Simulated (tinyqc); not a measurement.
Input admittance of a MOSFET at zero drain bias: distributed channel and distributed gate: one step of the calculation.

Source and drain grounded, strong inversion, w = 2 pi f, Cox = eps0 eox/tox. The channel is an RC line of resistance 1/(mu Cox Vo) per square fed from both ends, so one finger has the intrinsic admittance y = i w Cox L tanh(g)/g per width, g = (1/2) sqrt(i w tau), tau = L^2/(mu Vo). The vertical resistance rv/L is in series with y, the overlaps 2 i w Cov in parallel: y_t = 1/(1/y + rv/L) + 2 i w Cov. The gate strip is a line of Rsh/L per length loaded by y_t, so a finger has Y = y_t Wf tanh(k)/k, k = (Wf/sd) sqrt(y_t Rsh/L); the device has Nf Y.

Problem. Low-frequency resistances and capacitance. Low-frequency limits, with c = Cox L and ct = c + 2 Cov: R_strip = Rsh Wf/(3 sd^2 L Nf), R_ch = (c/ct)^2 L/(12 mu Cox Vo Wf Nf), R_vert = (c/ct)^2 rv/(L Wf Nf), C = ct Wf Nf.

Values chosen for this exercise; values of the order met in silicon radio-frequency transistors: relative permittivity of the gate insulator (close to silicon dioxide) eox = 3.9; insulator thickness tox = 1.7 nm; channel length L = 0.91 um; finger width Wf = 14 um; number of fingers Nf = 64; channel mobility mu = 110 cm^2/(V s); gate overdrive Vo = 0.73 V; sheet resistance of the gate Rsh = 33 ohm/square; vertical resistivity of the gate stack rv = 4.9 ohm um^2; number of ends at which a finger is contacted sd = 2; overlap and fringe capacitance on each side Cov = 0.2 fF/um.

Constants: eps0 = 8.8541878128e-14 F/cm where lengths are in cm. Results are converted to the units shown.

Wanted: parts; sum; C; 1/(2 pi R C).

Solution.

parts (ohm): strip 0.6611, channel 0.4971, vertical 0.005758
sum = 1.164 ohm
C = 1.692e4 fF
1/(2 pi R C) = 8.081 GHz

The strip term is the largest, 56.8 % of the sum.

Program tinyqc, `OMP_NUM_THREADS=1 python tinyqc.py 2262134 2262135 out.jsonl`; Intel Xeon 2.30GHz, shared host, one thread, about 0.01 s.
